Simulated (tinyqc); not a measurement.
# Which input was changed?

Model: anisotropic wet etching of Si(100): plane rates, V-grooves, membranes and undercut. Computed by tinyqc, a small Python program. Command: `OMP_NUM_THREADS=1 python tinyqc.py 3015938 3015939 out.jsonl wetetch which`. One thread of a shared host (Intel(R) Xeon(R) Processor @ 2.30GHz), about 0.04 s of CPU time with the checks.

A long slot opens the mask on a (100) wafer. The floor etches at R100; (111) walls stand at theta = arctan(sqrt2) = 54.7356 degrees to the surface and recede at R111 along their normal.

Inputs (values chosen for the exercise, close to those used for potassium hydroxide solutions):
```
quantity                                                                    value     unit
prefactor k0 of the (100) rate                                            3.8e+08   um/min
activation energy of (100), E                                                 0.6       eV
ratio (100)/(111) at 80 C                                                     140        -
extra energy of (111), dE                                                     0.1       eV
ratio (100)/oxide at 80 C                                                     190        -
extra energy of the oxide, dE_ox                                             0.28       eV
corner undercut rate over (100) rate, c                                       3.4        -
bath temperature T                                                             95        C
width w (mask opening along <110>, or membrane width in the design step)       21       um
misalignment of the mask                                                      0.2  degrees
etch time t                                                                    22      min
wafer thickness d                                                             525       um
membrane thickness wanted                                                      13       um
```

Constants: k_B = 8.617333262e-05 eV/K.

Method:
- R100 = k0 exp(-E/(k_B T)); a ratio given at 80 C scales as exp[(extra energy/k_B)(1/T - 1/353.15 K)]; R111 and R_ox follow by division.
- Temperatures in kelvin are T(C) + 273.15.
- A misaligned edge exposes ledges and adds R100 sin(misalignment) to the lateral rate (a simple estimate): u = R111/sin(theta) + R100 sin(misalignment). Top width W = w + 2 u t; floor width b = W - 2 z/tan(theta) = W - sqrt2 z. The floor lasts until b = 0, at t_V = w/(sqrt2 R100 - 2u); depth z = R100 t before t_V and W/sqrt2 after.
- Etch depth d - membrane, time = depth/R100; for a membrane as wide as w the opening must be w + sqrt2 depth - 2 u time; oxide mask consumed R_ox x time; a 1 K error changes the depth by the fraction E/(k_B T^2); a convex mask corner, such as that of a mesa, would retreat by c x depth.

Question. One of these inputs alone was changed, within the range given: prefactor k0 of the (100) rate (1.9e+08 to 7.6e+08); ratio (100)/(111) at 80 C (70 to 280); width w (mask opening along <110>, or membrane width in the design step) (10.5 to 42); misalignment of the mask (0.1 to 0.4). Which one, and to what value?

Results:
```
run     time t_V to close the V (min)  top width W (um)  opening needed (um)
before                       6.515821          22.37922             731.2614
after                        5.771155          19.97922             728.8614
```

Answer.

Each candidate set to reproduce time t_V to close the V, and what it then gives:
```
candidate                                                                          range searched  value needed  top width W (um)  opening needed (um)
prefactor k0 of the (100) rate (um/min)                                        1.9e+08 to 7.6e+08       4.290e8            22.557               731.26
ratio (100)/(111) at 80 C                                                               70 to 280  out of reach                 -                    -
width w (mask opening along <110>, or membrane width in the design step) (um)          10.5 to 42         18.60            19.979               728.86
misalignment of the mask (degrees)                                                     0.1 to 0.4  out of reach                 -                    -
```

Only width w (mask opening along <110>, or membrane width in the design step) fits every result: it went from 21 to 18.6 um. The next best candidate, prefactor k0 of the (100) rate, misses one result by 13 %.

Caution: the remaining silicon is too narrow for its thickness to act as a membrane. Caution: rates also depend on concentration, doping, additives and stirring, all held fixed here.
